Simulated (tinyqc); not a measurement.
Ways to reach the isolated limit: finite-size error of a charged defect in a periodic cell: Madelung and Makov-Payne terms. Computed by tinyqc, a small Python program. Command: `OMP_NUM_THREADS=1 python tinyqc.py 3003149 3003150 out.jsonl imagecharge walk`. One thread of a shared host (Intel(R) Xeon(R) Processor @ 2.30GHz), about 0.01 s of CPU time with the checks.

L is the cube root of the cell volume. The defect charge is a Gaussian, rho(r) = q (2 pi sigma^2)^(-3/2) exp(-r^2/2 sigma^2), repeated periodically in a uniform neutralising background and screened by a continuum. The model cell energy is E(L) = E_0 + [periodic - isolated electrostatic energy].

Inputs (values chosen for the exercise, with screening close to that of CdS):
```
quantity                                     value      unit
charge q                                        -2         e
cell length L                                 12.6  angstrom
dielectric constant eps                        8.9         -
width sigma of the defect charge               1.8  angstrom
formation energy of the isolated defect E_0  5.276        eV
```

Supercell lattice: sc. Screening: isotropic.

scatter added to the six cells, standing for numerical noise (meV): -9.9  5  27  -1.4  -28  0.24

Constants: e^2/(4 pi eps_0) = 14.39964548 eV angstrom.

Method:
- Cell vectors: (1,0,0), (0,1,0), (0,0,1), scaled to volume L^3.
- Ewald sum for a unit point charge: scale each Cartesian component of the cell by 1/sqrt(eps_i), giving R', G' and V'; E = [ (1/2) sum erfc(eta R')/R' + (2 pi/V') sum exp(-G'^2/4 eta^2)/G'^2 - eta/sqrt(pi) - pi/(2 V' eta^2) ] e^2/(4 pi eps_0) / sqrt(eps_x eps_y eps_z), over n_i = -6..6, omitting n = (0,0,0), eta = 2/V'^(1/3). alpha = -2 E eps_g L/(e^2/(4 pi eps_0)), eps_g = (eps_x eps_y eps_z)^(1/3).
- Periodic energy of the Gaussian: (2 pi q^2/V) sum_(G != 0) exp(-sigma^2 G^2)/(G.eps.G) x e^2/(4 pi eps_0), n_i = -k..k with k = max(9, L/sigma rounded up). Isolated energy: q^2/(2 sqrt(pi) sigma) <1/(n.eps.n)> e^2/(4 pi eps_0), the mean over directions n, here 1/eps.
- Cells of the same shape with L scaled by 0.7, 0.85, 1, 1.25, 1.5 and 2; the scatter is added to E(L).
- The point-charge correction scales as 1/L from its value at the input L.
- Least-squares fits of E(L) to a + b/L, a + c/L^3 or a + b/L + c/L^3; the estimate is a, and errors are against E_0.

Scaling data:
```
L (angstrom)  1/L (1/angstrom)  E(L) (eV)  E(L) + point-charge correction (eV)
8.82                  0.113379    4.41600                              5.45695
10.71                 0.093371    4.53095                              5.38820
12.60                 0.079365    4.64020                              5.36886
15.75                 0.063492    4.72539                              5.30832
18.90                 0.052910    4.78174                              5.26751
25.20                 0.039683    4.92014                              5.28447
```

point-charge correction -q^2 E = 0.728662 eV

nearest image = 12.6 angstrom

Estimates of E_0:
```
way                              estimate (eV)  error (meV)
largest cell, uncorrected               4.9201      -355.86
largest cell, point-charge term         5.2845         8.47
1/L fit, three smallest                 5.1522      -123.85
1/L fit, all six                        5.1564      -119.60
1/L^3 fit, all six                      4.8445      -431.47
1/L and 1/L^3, three smallest           5.5296       253.62
1/L and 1/L^3, all six                  5.2129       -63.11
corrected data, 1/L^3 fit               5.2741        -1.92
```

coefficient b of the full fit = -7.8731 eV angstrom

Best here: corrected data, 1/L^3 fit (-1.9 meV); worst: 1/L^3 fit, all six (-431 meV). The fitted b is 85.8 % of the Madelung value -q^2 alpha e^2/(8 pi eps_0 eps_g). A pure 1/L fit lands below E_0, because the positive 1/L^3 term flattens the small-cell points.

Extremes, crossings and ranges named in words are read from the listed rows.
